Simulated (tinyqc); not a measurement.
Inside a calculation. Model: Hall effect and magnetoresistance of several carrier groups with constant relaxation times. Computed by tinyqc, a small Python program that keeps every step. Command: `OMP_NUM_THREADS=1 python tinyqc.py 3024356 3024357 out.jsonl hall2 walk`. One thread of a shared host (Intel(R) Xeon(R) Processor @ 2.30GHz), about 0.01 s of CPU time with the checks. Intermediate numbers are printed to about 5 digits and carried at full precision; extremes and crossings named in words are read from the listed rows.

Group 1 has charge -e and group 2 charge +e; s_i is that sign. B lies along z; mu B is formed with mu in m^2/(V s).

Inputs (values chosen for the exercise, for a model conductor): density n1 = 3.4e+16 1/cm^3; mobility mu1 = 43000 cm^2/(V s); density n2 = 2.3e+16 1/cm^3; mobility mu2 = 9200 cm^2/(V s); magnetic field B = 2.1 T.

Carriers: electrons and holes. Densities: per volume.

Constants: e = 1.602176634e-19 C.

## Conductivity of each group

sigma_xx = sum n_i e mu_i/(1 + mu_i^2 B^2); sigma_xy = sum s_i n_i e mu_i^2 B/(1 + mu_i^2 B^2).

Parts (S/cm):
```
group     mu B  sigma_xx  sigma_xy
group 1   9.03    2.8378   -25.626
group 2  1.932    7.1635    13.840
```

sigma_xx = 10.001 S/cm

sigma_xy = -11.786 S/cm

sigma at B = 0 = 268.14 S/cm

## Resistivity, Hall coefficient and magnetoresistance

rho_xx = sigma_xx/(sigma_xx^2 + sigma_xy^2); Hall coefficient R_H = sigma_xy/(B (sigma_xx^2 + sigma_xy^2)), with B in V s/cm^2 (1 T = 1e-4 V s/cm^2); magnetoresistance MR = rho_xx(B)/rho_xx(0) - 1. Apparent density 1/(e |R_H|); Hall mobility |R_H|/rho_xx.

rho_xx = 0.041858 ohm cm

Hall coefficient R_H = -234.89 cm^3/C

magnetoresistance MR = 1022.4 %

apparent density = 2.6572e+16 1/cm^3

Hall mobility = 5611.6 cm^2/(V s)

A one-carrier reading would report electrons of density 2.66e16, against n1 = 3.4e16 and n2 = 2.3e16.

## Limits of weak and strong field

Weak field: R_H(0) = sum s_i n_i mu_i^2/(e (sum n_i mu_i)^2); MR = c B^2 with c = n1 n2 mu1 mu2 (s1 mu1 - s2 mu2)^2/(n1 mu1 + n2 mu2)^2. Strong field: R_H = 1/(e sum s_i n_i); rho_xx saturates at (n1/mu1 + n2/mu2)/(e (sum s_i n_i)^2).

R_H at weak field = -135.75 cm^3/C

coefficient c = 3.0095 1/T^2

R_H at strong field = -567.41 cm^3/C

saturation MR = 4451.5 %

R_H keeps its sign, and its size changes by a factor 4.18 from weak to strong field. Caution: mu B is well above 1, where Landau quantisation, left out here, shows at low temperature.

## Field dependence

rho_xx = sigma_xx/(sigma_xx^2 + sigma_xy^2); Hall coefficient R_H = sigma_xy/(B (sigma_xx^2 + sigma_xy^2)), with B in V s/cm^2 (1 T = 1e-4 V s/cm^2); magnetoresistance MR = rho_xx(B)/rho_xx(0) - 1.

Against the field:
```
B (T)       mu1 B  rho_xx (ohm cm)  R_H (cm^3/C)      MR (%)
0.012  5.1600e-02          0.00373       -135.75  4.3337e-02
0.035  1.5050e-01          0.00374       -135.79  3.6864e-01
0.093  3.9990e-01          0.00383       -136.00  2.6014e+00
0.23   9.8900e-01          0.00432       -137.29  1.5864e+01
0.58   2.4940e+00          0.00742       -145.35  9.8990e+01
1.4    6.0200e+00          0.02315       -186.26  5.2085e+02
3.5    1.5050e+01          0.07894       -331.30  2.0166e+03
9.3    3.9990e+01          0.14550       -504.37  3.8014e+03
28     1.2040e+02          0.16667       -559.42  4.3691e+03
```

MR starts as B^2.00 and ends as B^0.13; it saturates at 4450 %, a large value because the net charge s1 n1 + s2 n2 is small against the total. One group alone would show no magnetoresistance in this model. The rows with mu1 B well above 1 show the semiclassical limit; Landau quantisation is left out.

## Back from four measured limits to the two groups

With z_i = s_i mu_i and w_i = s_i n_i the moments M_k = w1 z1^k + w2 z2^k are M_(-1) = (1 + MR_sat) M_0^2/M_1, M_0 = 1/(e R_strong), M_1 = sigma(0)/e, M_2 = R_weak sigma(0)^2/e. The z_i are the roots of z^2 + p z + q with M_2 + p M_1 + q M_0 = 0 and M_1 + p M_0 + q M_(-1) = 0; then w follows from M_0 and M_1. Group 1 is the faster.

p and q: [33800, -3.9560e+08]

signed mobilities s_i mu_i (cm^2/(V s)): [-43000, 9200.0]

densities (1/cm^3): [3.40e+16, 2.30e+16]

Checks made by the program: weak-field formulas against the tensor at mu1 B = 1e-3 (relative difference 1e-08); recovered mobilities and densities against the inputs (relative difference below 1e-10).
